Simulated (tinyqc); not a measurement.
Alloy A(1-x)B(x) by interpolation with bowing: sweeps and comparisons. A value that a table varies takes the place of the one given here.

Each gap follows E(x) = (1 - x) E_A + x E_B - C x (1 - x); the lattice constant follows Vegard, a(x) = (1 - x) a_A + x a_B.

Mass at Gamma from the Kane formula 1/m = F + Ep (Eg + 2 Dso/3)/(Eg (Eg + Dso)). F is fixed by the masses of A and B and interpolated linearly, as is Ep; Eg and Dso carry their bowing.

Constants: hc = 1239.841984 eV nm.

Values chosen for the exercise (A near Si, B near Ge; the results hold for these values, not for the real material):
```
symbol  value              unit      meaning
a       (5.427, 5.666)     angstrom  lattice constant of A, B
Eg      (4.208, 0.888)     eV        gap at Gamma to the s-like level of A, B
EgX     (1.176, 0.938)     eV        gap to the lowest valley along Gamma-X of A, B
EgL     (2.125, 0.74)      eV        gap to L of A, B
C       (0.194, 0.188, 0)  eV        bowing of the Gamma, X and L gaps
Dso     (0.044, 0.291)     eV        spin-orbit splitting of A, B
Ep      (21.8, 26.5)       eV        Kane energy of A, B
me      (0.1988, 0.0378)   m0        electron mass at Gamma of A, B
Cs      0                  eV        bowing of Dso
x       0.16                         fraction of B
```

## Gaps across the alloy

Eleven compositions.

Gaps (eV):
```
x    a (angstrom)  Gamma      X      L  lowest  wavelength (nm)
0.0        5.4270  4.208  1.176  2.125       X             1054
0.1        5.4509  3.859  1.135  1.986       X             1092
0.2        5.4748  3.513  1.098  1.848       X             1129
0.3        5.4987  3.171  1.065  1.710       X             1164
0.4        5.5226  2.833  1.036  1.571       X             1197
0.5        5.5465  2.499  1.010  1.433       X             1228
0.6        5.5704  2.169  0.988  1.294       X             1255
0.7        5.5943  1.843  0.970  1.155       X             1278
0.8        5.6182  1.521  0.956  1.017       X             1298
0.9        5.6421  1.203  0.945  0.878       L             1411
1.0        5.6660  0.888  0.938  0.740       L             1675
```

The lowest valley changes at x = 0.848 (X to L, gap 0.950 eV). The Gamma gap is monotonic, since its bowing (0.194 eV) is smaller than the difference of the end gaps (3.320 eV); at x = 0.5 bowing lowers it by C/4 = 0.049 eV.

## Three ways to interpolate a mass

Linear in m, linear in 1/m, and the Kane formula.

Masses (m0):
```
x      Eg (eV)  linear in m  linear in 1/m    Kane  Kane m/Eg (1/eV)
0.000    4.208       0.1988         0.1988  0.1988            0.0472
0.125    3.772       0.1787         0.1297  0.1765            0.0468
0.250    3.342       0.1585         0.0963  0.1545            0.0462
0.375    2.918       0.1384         0.0765  0.1329            0.0456
0.500    2.499       0.1183         0.0635  0.1120            0.0448
0.625    2.088       0.0982         0.0543  0.0920            0.0440
0.750    1.682       0.0780         0.0474  0.0729            0.0433
0.875    1.282       0.0579         0.0421  0.0548            0.0428
1.000    0.888       0.0378         0.0378  0.0378            0.0426
```

At x = 0.5 the three give 0.1183, 0.0635 and 0.1120; judged by the largest distance, the Kane value is closer to the interpolation in m (largest distances 0.0063 m0 from the rule in m, 0.0582 m0 from the rule in 1/m). The ratio m/Eg varies by a factor of 1.11 while the gap varies by 4.74; a constant ratio is the two-band rule m = Eg/Ep at fixed Ep.

## What each parameter does

Gaps at x and the Kane mass. Each row changes one parameter from the base and keeps the others.

Results:
```
case                        Gamma (eV)  X (eV)  L (eV)  mass (m0)
base                            3.6507  1.1127  1.9034     0.1703
x = 0.2                         3.5130  1.0983  1.8480     0.1633
C = (0.294, 0.288, 0.1) eV      3.6373  1.0992  1.8900     0.1697
Eg = (4.418, 0.888) eV          3.8271  1.1127  1.9034     0.1725
EgX = (1.176, 0.891) eV         3.6507  1.1051  1.9034     0.1703
EgL = (2.019, 0.74) eV          3.6507  1.1127  1.8144     0.1703
Ep = (24, 29.2) eV              3.6507  1.1127  1.9034     0.1784
Cs = 0.05 eV                    3.6507  1.1127  1.9034     0.1702
```

The largest shifts from the base row, up to three for each result and ties (the steps differ in size, so this ranks the rows, not the parameters). Gamma (eV): Eg +0.1764, x -0.1378, C -0.0134; unchanged at the printed digits by EgX, EgL, Ep and Cs. X (eV): x -0.0143, C -0.0134, EgX -0.0075; unchanged at the printed digits by Eg, EgL, Ep and Cs. L (eV): EgL -0.0890, x -0.0554, C -0.0134; unchanged at the printed digits by Eg, EgX, Ep and Cs. mass (m0): Ep +0.0080, x -0.0071, Eg +0.0022; unchanged at the printed digits by EgX and EgL.

(tinyqc, `OMP_NUM_THREADS=1 python tinyqc.py 1081582 1081583 out.jsonl`, Intel(R) Xeon(R) Processor @ 2.30GHz, 1 thread, shared host, about 0.01 s.)
